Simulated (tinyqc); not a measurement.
Current crowding under a contact, resistor ladder against the transmission-line model: one step of the calculation.

A metal contact of length d and width W on a thin layer of the same width. The metal has no resistance, the sheet resistance under it equals Rsh, and current enters the layer at the front edge x = 0.

Task. Voltages and the share of the current. Cut the contact into n cells of length hc = d/n. Neighbouring cell centres are joined by a = W/(Rsh hc), each centre joins the metal (0 V) by g = W hc/rc, and I enters cell 1 through half a cell: -a v_(i-1) + b_i v_i - a v_(i+1) = I for i = 1 and 0 otherwise, b_i = g + 2 a (g + a at both ends). Rc = v_1/I + 1/(2 a). Cell i passes g v_i to the metal.

Parameters, values chosen for the exercise: cells n = 10; current I = 5 mA.

a = 0.46376812 S
g = 0.020444444 S
b_i, cell 1 to 10 (S): [0.48421256, 0.94798068, 0.94798068, 0.94798068, 0.94798068, 0.94798068, 0.94798068, 0.94798068, 0.94798068, 0.48421256]

Wanted: v_i; share of the current; Rc of the ladder.

Result.

v_i, cell 1 to 10 (mV): [47.83, 39.15, 32.21, 26.68, 22.33, 18.96, 16.43, 14.62, 13.46, 12.89]
share of the current, cell 1 to 10 (%): [19.56, 16.01, 13.17, 10.91, 9.13, 7.75, 6.72, 5.98, 5.50, 5.27]
Rc of the ladder = 10.64 ohm

The first cell passes 19.6 % of the current and the last 5.27 %; an even spread would give 10.0 % each.

Computed by the program tinyqc: `OMP_NUM_THREADS=1 python tinyqc.py 2760145 2760146 out.jsonl`, one thread of a shared Intel Xeon 2.30GHz, about 0.01 s for the whole run.
